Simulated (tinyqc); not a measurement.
Which current rules in forward bias: trap-assisted generation and recombination current of an abrupt junction. Computed by tinyqc, a small Python program. Command: `OMP_NUM_THREADS=1 python tinyqc.py 3026740 3026741 out.jsonl junctionleak walk`. One thread of a shared host (Intel(R) Xeon(R) Processor @ 2.30GHz), about 0.01 s of CPU time with the checks.

Depletion approximation, flat quasi-Fermi levels across the depleted layer, long neutral regions with minority lifetimes tau_n and tau_p, full ionisation and Boltzmann statistics. Voltages in exponents stand for e V.

Inputs (values chosen for the exercise, with bands and screening modelled on CdTe):
```
quantity                              value    unit
gap E_g                                1.51      eV
electron mass m_e                    0.0945     m_0
valleys M_c                               1       -
hole mass m_h                         0.612     m_0
dielectric constant eps                10.3       -
acceptor density N_A                6.6e+16   cm^-3
donor density N_D                   1.6e+18   cm^-3
capture time tau_n                  5.3e-05       s
capture time tau_p                  1.9e-05       s
trap level E_t - E_i                      0      eV
electron diffusion coefficient D_n       49  cm^2/s
hole diffusion coefficient D_p          4.5  cm^2/s
temperature T                           350       K
```

Field enhancement: none.

Constants: k_B = 8.617333262e-05 eV/K; m_0 = 9.1093837015e-31 kg; k_B = 1.380649e-23 J/K; h = 6.62607015e-34 J s; e = 1.602176634e-19 C; eps_0 = 8.8541878128e-12 F/m.

Method:
- N_c = 2 M_c (2 pi m_e k_B T/h^2)^(3/2) and N_v = 2 (2 pi m_h k_B T/h^2)^(3/2), masses in units of m_0.
- n_i = sqrt(N_c N_v) exp(-E_g/2 k_B T); V_bi = (k_B T/e) ln(N_A N_D/n_i^2); diffusion saturation current J_d0 = e n_i^2 [sqrt(D_n/tau_n)/N_A + sqrt(D_p/tau_p)/N_D].
- W = sqrt(2 eps eps_0 (V_bi - V)(1/N_A + 1/N_D)/e), x_p = W N_D/(N_A + N_D), x_n = W - x_p, peak field F_m = 2 (V_bi - V)/W; reverse bias means V = -V_r.
- Potential from the p edge: phi = (V_bi - V) x^2/(x_p W) on the p side and (V_bi - V)[1 - (W - x)^2/(x_n W)] on the n side; p = N_A exp(-phi/k_B T), n = n_i^2 exp(V/k_B T)/p; U = (n p - n_i^2)/[tau_p (n + n_i exp(dE/k_B T)) + tau_n (p + n_i exp(-dE/k_B T))], dE = E_t - E_i, n1 = n_i exp(dE/k_B T), p1 = n_i exp(-dE/k_B T); J_t = e int U dx by the trapezoid rule on 400 intervals on each side.
- J_d = J_d0 (exp(V/k_B T) - 1). Ideality n = (e/k_B T) dV/d ln J, central difference of 1 mV. The rows stop just below the bias where n = 0.1 p or tau_p n = 0.1 tau_n p at the p edge, or the like at the n edge.

k_B T = 0.0301607 eV

n_i = 5.01312e+07 cm^-3

J_d0 = 5.98848e-18 A/cm^2

Forward characteristic:
```
V (V)  J_t (A/cm^2)  J_d (A/cm^2)  ideality of J_t  ideality of the sum
0.24     5.7265e-12    1.7101e-14           1.9179               1.9127
0.37     5.3460e-11    1.2737e-12           1.9330               1.8920
0.51     5.9273e-10    1.3213e-10           1.9242               1.6468
0.65     6.6789e-09    1.3706e-08           1.9076               1.1847
0.78     6.4847e-08    1.0205e-06           1.8828               1.0288
0.92     7.8529e-07    1.0586e-04           1.8344               1.0034
1.06     1.0462e-05    1.0981e-02           1.7437               1.0004
1.19     1.3102e-04    8.1764e-01           1.7082               1.0001
```

What does the comparison show, and why?

Diffusion overtakes recombination between 0.51 and 0.65 V, and the ideality of the sum goes from 1.91 to 1.00. The ideality of J_t alone lies between 1.71 and 1.93; it stays below 2 because the zone where n and p are alike widens as the field falls, and at the lowest bias the terms in n1 and p1 lower it too. Caution: one side is doped near or above its effective density of states, so Boltzmann statistics understate V_bi.

Extremes, crossings and ranges named in words are read from the listed rows.
